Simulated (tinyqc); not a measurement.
What moves the results: heterojunction of two tight-binding chains. A value that a table varies takes the place of the one given here.

Left chain: hopping -t1, sites at 2 t1 (band bottom 0). Right chain: hopping -t2, sites at dE + 2 t2 (bottom dE). t = c/(m a^2), c = hbar^2/2m0. The bond across the interface is -tc with tc = f sqrt(t1 t2), and the last left site has the extra energy U. In a chain E = bottom + 2t (1 - cos(ka)); the surface Green function of a half chain is g = -exp(ika)/t, with Im k > 0 where cos(ka) > 1.

Constants: hbar^2/2m0 = 3.80998211 eV angstrom^2.

Values chosen for the exercise (masses and offset of the size met at GaN / AlGaN; not measured data): a = 5.65 angstrom (site spacing); m1 = 0.204 m0 (mass on the left); m2 = 0.237 m0 (mass on the right); dE = 0.53 eV (band offset); f = 1.15 (factor on the interface hopping); U = 0 eV (extra energy on the last left site); E = 0.57 eV (electron energy).

## Transmission against energy, and which matching rule a chain obeys

Chain A is the junction as given; chain B has tc = sqrt(t1 t2) and U = 0; chain C has tc = t2 and U = t2 - t1, the finite-difference form of -d/dx (c/m) d/dx. Continuum formulas T = 4 x y/(x + y)^2 with parabolic k: x, y = k/m on each side (BenDaniel-Duke) or x, y = k (slope continuous).

T:
```
E - dE (eV)  E (eV)  chain A  chain B  chain C  k/m matched  k matched
0.002         0.532   0.1927   0.2076   0.1815       0.2037     0.2326
0.005         0.535   0.2868   0.3076   0.2710       0.3021     0.3418
0.010         0.540   0.3793   0.4047   0.3597       0.3981     0.4462
0.020         0.550   0.4888   0.5184   0.4658       0.5109     0.5657
0.050         0.580   0.6484   0.6807   0.6229       0.6730     0.7304
0.100         0.630   0.7639   0.7949   0.7390       0.7882     0.8407
0.200         0.730   0.8578   0.8847   0.8359       0.8801     0.9224
0.400         0.930   0.9206   0.9424   0.9025       0.9407     0.9705
```

Chain C follows the k/m rule within 0.0501 and chain B the plain k rule within 0.0497, while the two rules differ by up to 0.0574: in B the self-energy of the right side is -t1 exp(i k2 a), so only k2 enters, and in C it is -t2 exp(i k2 a), which carries 1/m2. Chain A, with f = 1.15 and U = 0 eV, has an interface term of its own and lies up to 0.0323 from B and 0.0255 from C.

## When the interface binds a state

A state below both bands solves E - 2 t1 - U - S1(E) - S2(E) = 0 for E < 0, with S1 = -t1 z1, S2 = -(tc^2/t2) z2 and |z| < 1 the decaying root of z + 1/z = 2 - (E - bottom)/t. Decay lengths -a/ln|z|. The threshold is the U that solves the equation at E = 0. A dash: no bound state.

Interface state:
```
U (eV)   E (eV)  decay left (angstrom)  decay right (angstrom)
-0.09         -                      -                       -
-0.18         -                      -                       -
-0.27         -                      -                       -
-0.33   -0.0018                  102.1                     5.7
-0.39   -0.0122                   39.2                     5.7
-0.47   -0.0363                   22.7                     5.6
-0.59   -0.0873                   14.7                     5.3
-0.89   -0.2607                    8.6                     4.8
```

threshold U = -0.2963 eV

The step pushes the state out, the strengthened bond draws it in less strongly, so an attraction must exceed 0.2963 eV to bind; 5 of the 8 rows are bound. At U = -0.89 eV the state decays over 8.6 angstrom to the left and 4.8 to the right, where the band lies higher.

## What each parameter does

T = 4 Im(S1) Im(S2) |G|^2 with G = 1/(E - 2 t1 - U - S1 - S2), S1 = -t1 exp(i k1 a), S2 = -(tc^2/t2) exp(i k2 a). Each row changes one parameter from the base and keeps the others.

Results:
```
case                    T    k1 a    k2 a
base               0.6092  1.0323  0.2828
m1 = 0.2448 m0     0.5677  1.1424  0.2828
m2 = 0.2844 m0     0.6444  1.0323  0.3100
dE = 0.48 eV       0.7653  1.0323  0.4260
f = 1.035          0.6393  1.0323  0.2828
U = 0.2 eV         0.7546  1.0323  0.2828
a = 4.52 angstrom  0.6120  0.8117  0.2259
```

The largest shifts from the base row, up to three for each result and ties (the steps differ in size, so this ranks the rows, not the parameters). T: dE +0.1561, U +0.1454, m1 -0.0415. k1 a: a -0.2205, m1 +0.1101; unchanged at the printed digits by m2, dE, f and U. k2 a: dE +0.1432, a -0.0568, m2 +0.0272; unchanged at the printed digits by m1, f and U.

Program tinyqc; command `OMP_NUM_THREADS=1 python tinyqc.py 1451767 1451768 out.jsonl`; about 0.01 s on one thread of a shared Intel(R) Xeon(R) Processor @ 2.30GHz.
